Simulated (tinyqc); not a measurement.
Inside a calculation. Method: Hueckel theory of the pi electrons with the omega technique, for the molecule c1ccc2cccc-2cc1 (SMILES; centres numbered as the heavy atoms are written). Computed by tinyqc, a small Python program that keeps every step. Settings: charge = 0, omega = 1.4, damping = 0.5. Command: `OMP_NUM_THREADS=1 python tinyqc.py 23339 23340 out.jsonl` (the two numbers bound the seeds that draw the settings). One thread of a shared host (Intel(R) Xeon(R) Processor @ 2.60GHz), about 0.01 s of CPU time with the checks.

## The Hueckel matrix

Centres:
```
centre  z_r, pi electrons of the neutral centre         h
1C                                            1  0.000000
2C                                            1  0.000000
3C                                            1  0.000000
4C                                            1  0.000000
5C                                            1  0.000000
6C                                            1  0.000000
7C                                            1  0.000000
8C                                            1  0.000000
9C                                            1  0.000000
10C                                           1  0.000000
```

Bonds:
```
i    j  k
1    2  1
2    3  1
3    4  1
4    5  1
5    6  1
6    7  1
7    8  1
8    9  1
9   10  1
10   1  1
8    4  1
```

H_rr = alpha + h_r beta, H_rs = k_rs beta for bonded centres.

Hueckel matrix in units of beta (H = alpha + beta A), lower triangle:
```
           1C        2C        3C        4C        5C        6C        7C        8C
1C   0.000000
2C   1.000000  0.000000
3C   0.000000  1.000000  0.000000
4C   0.000000  0.000000  1.000000  0.000000
5C   0.000000  0.000000  0.000000  1.000000  0.000000
6C   0.000000  0.000000  0.000000  0.000000  1.000000  0.000000
7C   0.000000  0.000000  0.000000  0.000000  0.000000  1.000000  0.000000
8C   0.000000  0.000000  0.000000  1.000000  0.000000  0.000000  1.000000  0.000000
9C   0.000000  0.000000  0.000000  0.000000  0.000000  0.000000  0.000000  1.000000
10C  1.000000  0.000000  0.000000  0.000000  0.000000  0.000000  0.000000  0.000000

           9C       10C
9C   0.000000
10C  1.000000  0.000000
```

## Orbitals, round 1

pi electrons, sum of z_r less the charge = 10

Diagonalise; E = alpha + x beta with beta < 0, so the largest x are filled first; degenerate levels share their electrons. P = sum n_i c_ri c_si; each orbital has its largest coefficient positive (the first on a tie).

x values: 2.310277  1.651572  1.355674  0.886975  0.477260  -0.400392  -0.737640  -1.579218  -1.869214  -2.095294

occupations: 2.000000  2.000000  2.000000  2.000000  2.000000  0.000000  0.000000  0.000000  0.000000  0.000000

coefficients:
```
          MO1        MO2        MO3        MO4        MO5        MO6        MO7        MO8
1C   0.172974   0.524672   0.000000   0.360277   0.000000   0.510887   0.000000   0.341575
2C   0.199809   0.433267   0.357060   0.159779  -0.335497  -0.102278   0.484057  -0.269711
3C   0.288640   0.190900   0.484057  -0.218558  -0.160119  -0.469936  -0.357060   0.084357
4C   0.467029  -0.117982   0.299164  -0.353634   0.259079   0.290436  -0.220675   0.136492
5C   0.323298  -0.267774   0.220675   0.258527   0.542846   0.063211   0.299164  -0.436401
6C   0.279878  -0.324265   0.000000   0.582941   0.000000  -0.315746   0.000000   0.552680
7C   0.323298  -0.267774  -0.220675   0.258527  -0.542846   0.063211  -0.299164  -0.436401
8C   0.467029  -0.117982  -0.299164  -0.353634  -0.259079   0.290436   0.220675   0.136492
9C   0.288640   0.190900  -0.484057  -0.218558   0.160119  -0.469936   0.357060   0.084357
10C  0.199809   0.433267  -0.357060   0.159779   0.335497  -0.102278  -0.484057  -0.269711

           MO9       MO10
1C    0.432805   0.000000
2C   -0.404503   0.160119
3C    0.323297  -0.335497
4C   -0.199808   0.542846
5C    0.249996  -0.259079
6C   -0.267488   0.000000
7C    0.249996   0.259079
8C   -0.199808  -0.542846
9C    0.323297   0.335497
10C  -0.404503  -0.160119
```

charge and bond-order matrix P, lower triangle:
```
            1C         2C         3C         4C         5C         6C         7C        8C
1C    0.870001
2C    0.638899   0.986447
3C    0.142691   0.664039   0.854946
4C   -0.217049   0.011190   0.585798   1.027428
5C    0.017140  -0.226883   0.011190   0.595632   1.172879
6C    0.176598   0.017140  -0.217049  -0.074358   0.656039   1.046600
7C    0.017140   0.186432  -0.068408  -0.231000  -0.200638   0.656039   1.172879
8C   -0.217049  -0.068408   0.172482   0.400945  -0.231000  -0.074358   0.595632  1.027428
9C    0.142691  -0.242189  -0.184853   0.172482  -0.068408  -0.217049   0.011190  0.585798
10C   0.638899   0.026246  -0.242189  -0.068408   0.186432   0.017140  -0.226883  0.011190

           9C       10C
9C   0.854946
10C  0.664039  0.986447
```

## Omega technique, round 1

h_r = h_r(0) + omega q_r, omega = 1.4, with q_r = z_r - P_rr; 0.5 of the old diagonal is kept.

matrix after round 1, lower triangle:
```
           1C        2C        3C         4C         5C         6C         7C         8C
1C   0.090999
2C   1.000000  0.009487
3C   0.000000  1.000000  0.101538
4C   0.000000  0.000000  1.000000  -0.019199
5C   0.000000  0.000000  0.000000   1.000000  -0.121016
6C   0.000000  0.000000  0.000000   0.000000   1.000000  -0.032620
7C   0.000000  0.000000  0.000000   0.000000   0.000000   1.000000  -0.121016
8C   0.000000  0.000000  0.000000   1.000000   0.000000   0.000000   1.000000  -0.019199
9C   0.000000  0.000000  0.000000   0.000000   0.000000   0.000000   0.000000   1.000000
10C  1.000000  0.000000  0.000000   0.000000   0.000000   0.000000   0.000000   0.000000

           9C       10C
9C   0.101538
10C  1.000000  0.009487
```

## Orbitals, round 2

As before.

x values: 2.298991  1.664692  1.394110  0.876989  0.409508  -0.340492  -0.730775  -1.611252  -1.859738  -2.102033

occupations: 2.000000  2.000000  2.000000  2.000000  2.000000  0.000000  0.000000  0.000000  0.000000  0.000000

coefficients:
```
          MO1        MO2        MO3        MO4        MO5        MO6        MO7        MO8
1C   0.204361   0.532617   0.000000   0.360683   0.000000   0.498778   0.000000   0.417237
2C   0.225613   0.419088   0.362142   0.141747  -0.327551  -0.107609   0.488921  -0.355121
3C   0.312182   0.161059   0.501430  -0.237718  -0.131027  -0.461117  -0.361929   0.158321
4C   0.460391  -0.167327   0.285992  -0.326085   0.287199   0.311437  -0.187682   0.083950
5C   0.294701  -0.275493   0.188758   0.271569   0.541350   0.049618   0.307797  -0.375924
6C   0.252788  -0.324623   0.000000   0.597112   0.000000  -0.322327   0.000000   0.476265
7C   0.294701  -0.275493  -0.188758   0.271569  -0.541350   0.049618  -0.307797  -0.375924
8C   0.460391  -0.167327  -0.285992  -0.326085  -0.287199   0.311437   0.187682   0.083950
9C   0.312182   0.161059  -0.501430  -0.237718   0.131027  -0.461117   0.361929   0.158321
10C  0.225613   0.419088  -0.362142   0.141747   0.327551  -0.107609  -0.488921  -0.355121

           MO9       MO10
1C   -0.348709   0.000000
2C    0.340120   0.150068
3C   -0.287051  -0.316871
4C    0.222868   0.548179
5C   -0.346012  -0.276716
6C    0.378752   0.000000
7C   -0.346012   0.276716
8C    0.222868  -0.548179
9C   -0.287051   0.316871
10C   0.340120  -0.150068
```

charge and bond-order matrix P, lower triangle:
```
            1C         2C         3C         4C         5C         6C         7C         8C
1C    0.911072
2C    0.640891   0.970129
3C    0.127680   0.657483   0.897014
4C   -0.225297  -0.005956   0.600133   1.021129
5C    0.022887  -0.238871   0.013581   0.605358   1.130368
6C    0.188256   0.011251  -0.230624  -0.048019   0.652170   1.051648
7C    0.022887   0.196978  -0.081289  -0.232475  -0.184388   0.652170   1.130368
8C   -0.225297  -0.043947   0.177035   0.364030  -0.232475  -0.048019   0.605358   1.021129
9C    0.127680  -0.240544  -0.177386   0.177035  -0.081289  -0.230624   0.013581   0.600133
10C   0.640891   0.016383  -0.240544  -0.043947   0.196978   0.011251  -0.238871  -0.005956

           9C       10C
9C   0.897014
10C  0.657483  0.970129
```

## Omega technique, round 2

As before.

matrix after round 2, lower triangle:
```
           1C        2C        3C         4C         5C         6C         7C         8C
1C   0.107749
2C   1.000000  0.025654
3C   0.000000  1.000000  0.122859
4C   0.000000  0.000000  1.000000  -0.024390
5C   0.000000  0.000000  0.000000   1.000000  -0.151765
6C   0.000000  0.000000  0.000000   0.000000   1.000000  -0.052464
7C   0.000000  0.000000  0.000000   0.000000   0.000000   1.000000  -0.151765
8C   0.000000  0.000000  0.000000   1.000000   0.000000   0.000000   1.000000  -0.024390
9C   0.000000  0.000000  0.000000   0.000000   0.000000   0.000000   0.000000   1.000000
10C  1.000000  0.000000  0.000000   0.000000   0.000000   0.000000   0.000000   0.000000

           9C       10C
9C   0.122859
10C  1.000000  0.025654
```

## Convergence

Each round sets h_r = h_r(0) + omega (z_r - P_rr), keeping the share named as damping of the old diagonal; repeat until output and input diagonals agree to 1e-6.

Rounds:
```
round    sum n x  largest |h(out) - h(in)|
1      13.363517                  2.42e-01
2      13.288579                  6.15e-02
3      13.273122                  1.51e-02
4      13.269218                  4.40e-03
5      13.268183                  1.28e-03
6      13.267900                  3.56e-04
7      13.267823                  9.95e-05
8      13.267801                  2.76e-05
9      13.267795                  7.64e-06
10     13.267794                  2.11e-06
11     13.267793                  5.85e-07
```

Converged in 11 rounds.

## Energy, charges, bond orders

final x values: 2.296298  1.670920  1.410933  0.865516  0.390230  -0.326840  -0.720401  -1.615216  -1.864886  -2.106554

occupations: 2.000000  2.000000  2.000000  2.000000  2.000000  0.000000  0.000000  0.000000  0.000000  0.000000

final P, lower triangle:
```
            1C         2C         3C         4C         5C         6C         7C         8C
1C    0.918072
2C    0.641313   0.976628
3C    0.120241   0.655206   0.906767
4C   -0.227377  -0.013703   0.604920   1.019478
5C    0.026450  -0.243782   0.016607   0.608262   1.115550
6C    0.192371   0.009347  -0.235585  -0.038109   0.650723   1.045083
7C    0.026450   0.201464  -0.090989  -0.232600  -0.172772   0.650723   1.115550
8C   -0.227377  -0.034703   0.177854   0.351326  -0.232600  -0.038109   0.608262   1.019478
9C    0.120241  -0.239366  -0.169244   0.177854  -0.090989  -0.235585   0.016607   0.604920
10C   0.641313   0.009112  -0.239366  -0.034703   0.201464   0.009347  -0.243782  -0.013703

           9C       10C
9C   0.906767
10C  0.655206  0.976628
```

E = sum n x; q_r = z_r - P_rr; bond order p = P_rs; free valence = sqrt(3) - sum of p over the bonds of the atom.

pi energy = 10 alpha + this times beta = 13.267793

pi charges: 1C 0.081928, 2C 0.023372, 3C 0.093233, 4C -0.019478, 5C -0.115550, 6C -0.045083, 7C -0.115550, 8C -0.019478, 9C 0.093233, 10C 0.023372

Bond orders and lengths from R = 1.517 - 0.180 p (angstrom, C-C alone):
```
bond         p         R
1-2   0.641313  1.401564
2-3   0.655206  1.399063
3-4   0.604920  1.408114
4-5   0.608262  1.407513
5-6   0.650723  1.399870
6-7   0.650723  1.399870
7-8   0.608262  1.407513
8-9   0.604920  1.408114
9-10  0.655206  1.399063
10-1  0.641313  1.401564
8-4   0.351326  1.453761
```

free valence of the carbons: 1C 0.449424, 2C 0.435532, 3C 0.471925, 4C 0.167542, 5C 0.473065, 6C 0.430605, 7C 0.473065, 8C 0.167542, 9C 0.471925, 10C 0.435532

gap between the highest filled and the next level = 0.717070 |beta|
